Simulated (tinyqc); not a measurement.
What moves the results: strained quantum well: band edges, subbands and transparency. A value that a table varies takes the place of the one given here.

Growth on (001), barriers unstrained: tr(e) = e (2 - nu2), Z = b e (1 + nu2); Ec = Ev + Eg + ac tr(e), E_HH = Ev + av tr(e) + Z, E_LH = Ev + av tr(e) - Z (coupling to the split-off band left out).

Masses along z: me, 1/(g1 - 2 g2) for HH, 1/(g1 + 2 g2) for LH, likewise in the barrier; in the plane me, 1/(g1 + g2) for HH and 1/(g1 - g2) for LH (no mixing, which understates the hole masses away from k = 0). Level n solves k L + 2 atan[(k/m)/(kappa/mb)] = n pi, k = sqrt(m E/c), kappa = sqrt(mb (V - E)/c), c = hbar^2/2m0.

Transparency (Bernard-Duraffourg): Fc - Fv equals the lowest transition energy with n = p, n = sum m/(2 pi c) kB T ln(1 + exp((Fc - E)/kB T)) and p likewise over the listed subbands; c = hbar^2/2m0, 1/angstrom^2 = 1e16/cm^2.

Constants: hbar^2/2m0 = 3.80998211 eV angstrom^2; kB = 8.617333262e-05 eV/K; hc = 1239.841984 eV nm.

Inputs chosen for the exercise (near those of an InGaAs/InP well; not measured data):

| symbol | value | unit | meaning |
|---|---|---|---|
| nu2 | 0.985 |  | 2 C12/C11 |
| Eg | 0.813 | eV | unstrained gap of the well |
| Ev | -0.611 | eV | its valence edge |
| ac | -6.23 | eV |  |
| av | 1.09 | eV | Ev moves by av tr(e) |
| b | -1.91 | eV | shear potential |
| Egb | 1.347 | eV | gap of the barrier |
| Evb | -0.94 | eV | its valence edge |
| L | 98 | angstrom | well width |
| me | 0.0463 | m0 | electron mass |
| g1 | 12.84 |  | gamma1 |
| g2 | 4.96 |  | gamma2 |
| meb | 0.08 | m0 |  |
| g1b | 5.08 |  |  |
| g2b | 1.6 |  |  |
| T | 250 | K | temperature |
| es | (-0.02, -0.014, -0.008, -0.003, 0, 0.003, 0.007, 0.012) |  | strains |
| e | 0.006 |  | strain in the plane |
| Ls | (30, 40, 55, 70, 90, 120) | angstrom | widths |

## Strain as a design knob

Only the strain is changed; the unstrained gap and the masses are kept.

Results:

| e (%) | wavelength (nm) | top hole | hh1 - lh1 (meV) | n_tr (1e12/cm^2) | share in top |
|---|---|---|---|---|---|
| -2.0 | 1349 | hh1 | 177 | 0.373 | 0.71 |
| -1.4 | 1375 | hh1 | 133 | 0.382 | 0.71 |
| -0.8 | 1404 | hh1 | 89 | 0.383 | 0.69 |
| -0.3 | 1429 | hh1 | 52 | 0.406 | 0.60 |
| 0.0 | 1446 | hh1 | 30 | 0.446 | 0.48 |
| 0.3 | 1462 | hh1 | 7 | 0.526 | 0.33 |
| 0.7 | 1526 | lh1 | -22 | 0.507 | 0.80 |
| 1.2 | 1634 | lh1 | -59 | 0.471 | 0.95 |

What does this show?

n_tr is largest at e = +0.3 % (0.53), where hh1 - lh1 = 7 meV and the top subband holds 33 % of the holes, and smallest, 0.37, at -2.0 %. The top hole level turns from hh to lh, and the light from TE to TM, between +0.3 and +0.7 %. The wavelength runs from 1349 to 1634 nm.

## Width of the well

All levels anew.

Results:

| L (angstrom) | wavelength (nm) | top hole | hh1 - lh1 (meV) | n_tr (1e12/cm^2) | share in top | n_tr/L (1e18/cm^3) |
|---|---|---|---|---|---|---|
| 30 | 1266 | hh1 | 49 | 0.360 | 0.77 | 1.20 |
| 40 | 1329 | hh1 | 32 | 0.399 | 0.61 | 1.00 |
| 55 | 1392 | hh1 | 13 | 0.472 | 0.42 | 0.86 |
| 70 | 1433 | hh1 | 0 | 0.543 | 0.30 | 0.78 |
| 90 | 1489 | lh1 | -11 | 0.525 | 0.73 | 0.58 |
| 120 | 1542 | lh1 | -22 | 0.523 | 0.77 | 0.44 |

How do the results move?

The wavelength tunes by 276 nm. The sheet density at transparency changes from 0.36 to 0.52, the top hole subband holding 0.77 and 0.77 of the holes at the ends, while the volume density falls by a factor 2.8. Critical thickness and carrier escape are left out.

## What each parameter does

Edge wavelength, hh1 - lh1 and n_tr. Each row changes one parameter from the base and keeps the others.

Results:

| case | wavelength (nm) | hh1 - lh1 (meV) | n_tr (1e12/cm^2) |
|---|---|---|---|
| base | 1506.2 | -14.8 | 0.521 |
| L = 90 angstrom | 1489.3 | -11.4 | 0.525 |
| e = 0.004 | 1468.0 | 0.0 | 0.563 |
| Eg = 0.793 eV | 1541.9 | -14.8 | 0.521 |
| b = -2.2 eV | 1512.4 | -21.6 | 0.508 |
| ac = -5.61 eV | 1499.7 | -14.8 | 0.521 |
| me = 0.0509 m0 | 1508.9 | -14.8 | 0.553 |
| g1 = 13.61 | 1505.3 | -15.8 | 0.499 |
| T = 290 K | 1506.2 | -14.8 | 0.619 |

How do the results move?

The largest shifts from the base row, up to three for each result and ties (the steps differ in size, so this ranks the rows, not the parameters). wavelength (nm): e -38.2, Eg +35.6, L -16.9; unchanged at the printed digits by T. hh1 - lh1 (meV): e +14.8, b -6.8, L +3.4; unchanged at the printed digits by Eg, ac, me and T. n_tr (1e12/cm^2): T +0.097, e +0.042, me +0.031; unchanged at the printed digits by Eg and ac.

tinyqc: `OMP_NUM_THREADS=1 python tinyqc.py 1250793 1250794 out.jsonl`; about 0.01 s, one thread, shared Intel(R) Xeon(R) Processor @ 2.30GHz.
